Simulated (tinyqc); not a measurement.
Threshold-voltage variability of a planar MOSFET, analytic estimates: two steps of the calculation.

Three independent sources add in quadrature: random dopants in the depleted layer, metal-gate grains of two orientations, and roughness of the two gate edges acting through the roll-off VT = VT(long) - Vr exp(-L/l). These are first-order estimates: no three-dimensional electrostatics, no percolation.

Inputs (values chosen for the exercise); material values close to those of silicon: temperature T = 300 K; gate length L = 25 nm; decay length of the threshold roll-off l = 5.1 nm; prefactor of the roll-off Vr = 1.2 V; subthreshold factor n = 1.22; gm/I of a matched pair gI = 8 1/V; spread of the gain factor of one device sb = 2.1 %.

Constants: q = 1.602176634e-19 C, kB = 1.380649e-23 J/K, Vt = kB T/q. Results are converted to the units shown.

Question 1. Total spread, mismatch and leakage. s = sqrt(s1^2 + s2^2 + s3^2). For a pair: s(dVT) = sqrt(2) s; current mismatch sqrt(2) sqrt((gI s)^2 + sb^2); input offset = current mismatch/gI. For a Gaussian VT the off current is log-normal with mean/median = exp(s^2/(2 (n Vt)^2)).

s1 = 62.532825 mV
s2 = 15.372303 mV
s3 = 3.6641691 mV

Find: s; s(dVT); current mismatch; input offset; mean/median of Ioff.

Answer 1.

s = 64.499 mV
s(dVT) = 91.215 mV
current mismatch = 73.032 %
input offset = 91.291 mV
mean/median of Ioff = 8.0934

Question 2. A rough gate as parallel slices. Eight equal slices in parallel have lengths L_i with mean L. Slice threshold shift: -Vr [exp(-L_i/l) - exp(-L/l)]; off current of a slice against the smooth gate: (L/L_i) exp(-shift/(n Vt)); the device has the mean.

L_i - L, slice 0 to 7 (nm): -4.7  0.6  1.7  4.5  3.1  1.4  -3.7  -2.9

Find: shift; Ioff factor; Ioff of the device against the smooth gate.

Answer 2.

```
slice  shift (mV)  Ioff factor
0         -13.496       1.8892
1           0.990      0.94639
2           2.528      0.86421
3           5.228      0.71801
4           4.062      0.78217
5           2.141      0.88482
6          -9.505       1.5865
7          -6.830       1.4047
```

Ioff of the device against the smooth gate = 1.1345

Numbers from tinyqc (`OMP_NUM_THREADS=1 python tinyqc.py 2090130 2090131 out.jsonl`; about 0.01 s on one thread of a shared Intel Xeon 2.30GHz).
